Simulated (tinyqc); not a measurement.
## Reflectance at normal incidence against thickness

Normal incidence on air, film (n1) and substrate (N2 = n2 - i k2): r01 = (1 - n1)/(1 + n1), r12 = (n1 - N2)/(n1 + N2), amplitude (r01 + r12 X)/(1 + r01 r12 X), X = exp(-4 pi i n1 d/lam), R its squared modulus, phase from 0 to 360 degrees.

Values chosen for this exercise:
- lam = 405 nm (wavelength)
- n1 = 1.291 (index of the transparent film)
- n2 = 5.42 (index of the substrate)
- k2 = 0.329 (extinction coefficient of the substrate)

Result of one run:
```
d (nm),R (%),phase of the reflected amplitude (degrees)
100,32.833,294.61
```

What becomes of these results when the film thickness d is changed from 100 to 160 nm, all else the same?

Result of the changed run:
```
d (nm),R (%),phase of the reflected amplitude (degrees)
160,47.454,173.21
```

The whole series:
```
d (nm),R (%),phase of the reflected amplitude (degrees)
0,47.537,178.68
20,45.129,143.11
40,38.785,102.70
60,31.243,52.665
80,28.257,352.80
100,32.833,294.61
120,40.529,247.17
140,46.083,208.33
160,47.454,173.21
```

R goes from 47.5 through a minimum of 28.3 (at d = 80 nm among the rows listed) to 47.5 %. At a quarter wave, d = 78.4 nm, R = 28.2 %; for a transparent substrate it would vanish for n1 = sqrt(n2) = 2.33.

tinyqc, about 0.01 s, one thread, Intel Xeon 2.30GHz (shared host): `OMP_NUM_THREADS=1 python tinyqc.py 2870151 2870152 out.jsonl`
